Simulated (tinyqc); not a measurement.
## Potential step from the flux

Problem. On one interval J = (q mu Vt/hx) [nb B(d) - na B(-d)], B(d) = d/(exp(d) - 1), d = (psi_b - psi_a)/Vt. Find psi_b - psi_a, and the step at which J would vanish.

Values chosen for this exercise:
- T = 450 K (temperature)
- mu = 4990 cm^2/(V s) (electron mobility)
- na = 5.9e13 cm^-3 (density at the left node)
- nb = 2.6e14 cm^-3 (density at the right node)
- hx = 23 nm (node spacing)

Constants: q = 1.602176634e-19 C, kB = 1.380649e-23 J/K, Vt = kB T/q. Results are converted to the units shown.

J = -2521.5705 A/cm^2

Answer. B(d) falls and B(-d) rises with d, so J falls steadily with the step and one value matches. J = 0 needs nb/na = exp(d), the Boltzmann ratio.

psi_b - psi_a = 0.1370 V
step for J = 0 = 0.05751 V

Numbers from tinyqc (`OMP_NUM_THREADS=1 python tinyqc.py 2220101 2220102 out.jsonl`; about 0.01 s on one thread of a shared Intel Xeon 2.30GHz).
